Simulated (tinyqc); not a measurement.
Resonant-tunnelling diode, transfer matrices and Tsu-Esaki current: current against voltage.

Emitter (band edge 0), barrier d1, well Lw, barrier d2, collector (edge -V). The bias drops linearly over these layers and none in the contacts; each layer is cut into ns equal slices, flat at the value of their centres. E is the energy of motion across the layers, C = hbar^2/(2 m0), psi and psi'/m are continuous. Transport is coherent, T(E) is taken as independent of the transverse momentum, and charge in the well is ignored.

For the pair (psi, psi'/m) a flat layer has M = [[cos kd, (m/k) sin kd], [-(k/m) sin kd, cos kd]] with k = sqrt(m (E - U)/C) above its edge U, and M = [[cosh Kd, (m/K) sinh Kd], [(K/m) sinh Kd, cosh Kd]] with K = sqrt(m (U - E)/C) below it. Later slices stand to the left. With M acting on (psi, psi'/m) and v = k/m in each lead, T(E) = 4 vL vR/[(vL vR M12 - M21)^2 + (vR M11 + vL M22)^2]. J = J0 times the integral over E > 0 of T(E) N(E), N = ln[(1 + exp((Ef - E)/Vt))/(1 + exp((Ef - V - E)/Vt))], J0 = q^2 mw m0 kB T/(2 pi^2 hbar^3) (times 1e-4 for A/cm^2 per eV). The integral is converged to the digits shown.

Parameters, values chosen for the exercise; masses and offsets close to those of GaAs wells and AlGaAs barriers:

| symbol | value | unit | meaning |
|---|---|---|---|
| T | 150 | K | temperature |
| mw | 0.069 | m0 | mass in the well, spacer and contacts |
| U1 | 0.25 | eV | barrier height |
| m1 | 0.092 | m0 | barrier mass |
| d1 | 2.1 | nm | emitter barrier |
| Lw | 7.4 | nm | well width |
| d2 | 2.1 | nm | collector barrier |
| ns | 2 |  | slices in each layer |
| Ef | 0.025 | eV | Fermi energy of both contacts above their band edges |

Constants: q = 1.602176634e-19 C, kB = 1.380649e-23 J/K, hbar = 1.054571817e-34 J s, m0 = 9.1093837015e-31 kg, Vt = kB T/q, hbar^2/(2 m0) = 0.0380998212 eV nm^2. Results are converted to the units shown.

Current against voltage:
```
V (V)  J (kA/cm^2)
0.009        11.48
0.021        27.15
0.033        43.24
0.045        58.67
0.057        70.69
0.069        73.92
0.081        56.16
0.093        17.14
0.105        10.21
0.117        8.471
0.129        8.025
0.141        8.211
```

Among the rows the current peaks at 73.9 kA/cm^2 at V = 0.069 V and falls to 8.02 kA/cm^2 at 0.129 V, a ratio of 9.21. At zero bias the resonance lies at 0.0447 eV and the centre of the well takes the share 0.500 of the bias, so the level should reach the emitter band edge near V = 0.0895 V; beyond that only the tail of the broadened level (width 4.33 meV at zero bias) and off-resonant tunnelling carry current. Without scattering and space charge the valley comes out far lower than in a real diode.

Numbers from tinyqc (`OMP_NUM_THREADS=1 python tinyqc.py 2600129 2600130 out.jsonl`; about 0.2 s on one thread of a shared Intel Xeon 2.30GHz).
